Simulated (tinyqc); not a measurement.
A tight-binding chain with uneven site energies, recursive Green functions: one step of the calculation.

The device has N = 6 slices of 1 site(s), nearest-neighbour hopping -t, and site energies U; the leads are semi-infinite continuations with site energy 0. V = <i+1|H|i> = -t 1.

Task. Self-energy of the leads. Sigma = t^2 g(E), g(x) = (x - i sqrt(4 t^2 - x^2))/(2 t^2) for |x| < 2 t and (x - sign(x) sqrt(x^2 - 4 t^2))/(2 t^2) otherwise; Gamma = i (Sigma - Sigma^dagger); both leads give the same.

Inputs (values chosen for the exercise):
- t = 1 eV (hopping (matrix element -t))
- E = 0.96 eV (energy)

Give: Sigma; Gamma; open modes.

Result.

Sigma = 0.4800-0.8773i eV
Gamma = 1.755 eV
open modes = 1

Computed by the program tinyqc: `OMP_NUM_THREADS=1 python tinyqc.py 2660120 2660121 out.jsonl`, one thread of a shared Intel Xeon 2.30GHz, about 0.02 s for the whole run.
